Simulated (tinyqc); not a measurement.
Six-band Luttinger-Kohn model with strain: one step. Band edges at k = 0. Four cases, with inputs chosen for the exercise.

Task: Diagonalise H at k = 0. The weights add +m and -m (m along z) and are averaged over each pair.

Six-band Luttinger-Kohn model in the basis |3/2,3/2>, |3/2,1/2>, |3/2,-1/2>, |3/2,-3/2>, |1/2,1/2>, |1/2,-1/2>, electron energies, zero at the top of the unstrained valence band. H = -[rows: (P+Q, -S, R, 0, -S/r2, r2 R); (-S*, P-Q, 0, R, -r2 Q, r32 S); (R*, 0, P-Q, S, r32 S*, r2 Q); (0, R*, S*, P+Q, -r2 R*, -S*/r2); (-S*/r2, -r2 Q, r32 S, -r2 R, P+Dso, 0); (r2 R*, r32 S*, r2 Q, -S/r2, 0, P+Dso)], r2 = sqrt(2), r32 = sqrt(3/2). Levels are twofold.

P = c g1 k^2 - av tr(e); Q = c g2 (kx^2 + ky^2 - 2 kz^2) - (b/2)(exx + eyy - 2 ezz); R = c sqrt3 [-g2 (kx^2 - ky^2) + 2i g3 kx ky] + (sqrt3/2) b (exx - eyy) - i d exy; S = 2 c sqrt3 g3 (kx - i ky) kz - d (exz - i eyz); c = hbar^2/2m0, e the strain tensor (not engineering shear).

Constants: hbar^2/2m0 = 3.80998211 eV angstrom^2.

Give: edges from the top; weights at k = 0.

Case 1.

Values chosen (near those of Si; shifted at random, so the results belong to these values and not to a real crystal): Dso = 0.046 eV (spin-orbit splitting); g1 = 4.34 (Luttinger gamma1); g2 = 0.34 (gamma2); g3 = 1.43 (gamma3); av = 2.33 eV (valence hydrostatic potential); b = -2.06 eV (tetragonal shear potential); d = -4.73 eV (trigonal shear potential).

strain tensor:
```
             x            y            z
x  -0.00256667  -0.00497416  -0.00497416
y  -0.00497416  -0.00256667  -0.00497416
z  -0.00497416  -0.00497416  -0.00256667
```

Result:

edges from the top (eV): 0.0516  -0.0587  -0.0927

weights at k = 0:
```
               top  second  third
|3/2,+-3/2>  0.400   0.500  0.100
|3/2,+-1/2>  0.400   0.500  0.100
|1/2,+-1/2>  0.199   0.000  0.801
```

The stress splits the top two pairs by 110.3 meV, 4.26 times kT at 300 K (25.85 meV); the third lies 144.3 meV below the top, against Dso = 46 meV without stress.

Case 2.

Values chosen (near those of Ge; shifted at random, so the results belong to these values and not to a real crystal): Dso = 0.288 eV (spin-orbit splitting); g1 = 13.34 (Luttinger gamma1); g2 = 4.26 (gamma2); g3 = 5.68 (gamma3); av = 1.22 eV (valence hydrostatic potential); b = -2.62 eV (tetragonal shear potential); d = -5.17 eV (trigonal shear potential).

strain tensor:
```
             x            y            z
x  -0.00262881  -0.00435974  -0.00435974
y  -0.00435974  -0.00262881  -0.00435974
z  -0.00435974  -0.00435974  -0.00262881
```

Result:

edges from the top (eV): 0.0385  -0.0487  -0.3067

weights at k = 0:
```
               top  second  third
|3/2,+-3/2>  0.487   0.500  0.013
|3/2,+-1/2>  0.487   0.500  0.013
|1/2,+-1/2>  0.026   0.000  0.974
```

The stress splits the top two pairs by 87.1 meV, 3.37 times kT at 300 K (25.85 meV); the third lies 345.2 meV below the top, against Dso = 288 meV without stress.

Case 3.

Values chosen (near those of Ge; shifted at random, so the results belong to these values and not to a real crystal): Dso = 0.307 eV (spin-orbit splitting); g1 = 13.41 (Luttinger gamma1); g2 = 4.23 (gamma2); g3 = 5.67 (gamma3); av = 1.19 eV (valence hydrostatic potential); b = -2.41 eV (tetragonal shear potential); d = -5.25 eV (trigonal shear potential).

strain tensor:
```
             x           y           z
x  -0.01016113  0.00000000  0.00000000
y   0.00000000  0.00294905  0.00000000
z   0.00000000  0.00000000  0.00294905
```

Result:

edges from the top (eV): 0.0323  -0.0367  -0.3179

weights at k = 0:
```
               top  second  third
|3/2,+-3/2>  0.738   0.250  0.012
|3/2,+-1/2>  0.246   0.750  0.004
|1/2,+-1/2>  0.017   0.000  0.983
```

The stress splits the top two pairs by 69.0 meV, 2.67 times kT at 300 K (25.85 meV); the third lies 350.2 meV below the top, against Dso = 307 meV without stress.

Case 4.

Values chosen (near those of InAs; shifted at random, so the results belong to these values and not to a real crystal): Dso = 0.375 eV (spin-orbit splitting); g1 = 19.9 (Luttinger gamma1); g2 = 8.4 (gamma2); g3 = 9.2 (gamma3); av = 1.02 eV (valence hydrostatic potential); b = -1.74 eV (tetragonal shear potential); d = -3.58 eV (trigonal shear potential).

strain tensor:
```
             x            y           z
x  -0.02829108   0.00000000  0.00000000
y   0.00000000  -0.02829108  0.00000000
z   0.00000000   0.00000000  0.03012476
```

Result:

edges from the top (eV): 0.0747  -0.0670  -0.4637

weights at k = 0:
```
               top  second  third
|3/2,+-3/2>  1.000   0.000  0.000
|3/2,+-1/2>  0.000   0.845  0.155
|1/2,+-1/2>  0.000   0.155  0.845
```

The stress splits the top two pairs by 141.6 meV, 5.48 times kT at 300 K (25.85 meV); the third lies 538.3 meV below the top, against Dso = 375 meV without stress.

Computed by tinyqc, one run a case: `OMP_NUM_THREADS=1 python tinyqc.py N N+1 out.jsonl` with N = 1080952, 1081265, 1081355, 1081367; one thread of a shared Intel(R) Xeon(R) Processor @ 2.30GHz, about 0.2 s a run at most.
